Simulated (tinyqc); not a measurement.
Speciation in dilute and buffered hydrofluoric acid, oxide etch rate and bath loading: one step, computed by the program tinyqc.

Concentrations stand for activities, NH4+ and Cl- are spectators, and water ionisation is neglected. H, F and HF2 denote the ions H+, F- and HF2-. The base temperature is 298 K.

Question. One trial. Fluoride balance: [HF] + [F] + 2 [HF2] + 2 [H2F2] = HF added + NH4F added. Acid balance: [H] + [HF] + [HF2] + 2 [H2F2] = HF added + HCl added. For a trial [H], [HF] = [H][F]/K1, and the fluoride balance is a quadratic in [F]. Take pH = 3. The residual is the left side of the acid balance less the right.

Inputs (values chosen for the exercise, of the order of those for thermal oxide at room temperature):

| quantity | value | unit |
|---|---|---|
| HF added | 0.13 | mol/L |
| NH4F added | 0 | mol/L |
| HCl added | 0 | mol/L |
| K1 = [H][F]/[HF] | 0.000705 | mol/L |
| K2 = [HF2]/([HF][F]) | 4.2 | L/mol |
| K3 = [H2F2]/[HF]^2 | 0 | L/mol |

Give: [F]; [HF]; [HF2]; [H2F2]; residual.

Answer.

[F] = 0.04415 mol/L

[HF] = 0.06262 mol/L

[HF2] = 0.01161 mol/L

[H2F2] = 0 mol/L

residual = -0.05476 mol/L

The residual is negative, so the pH lies below 3.
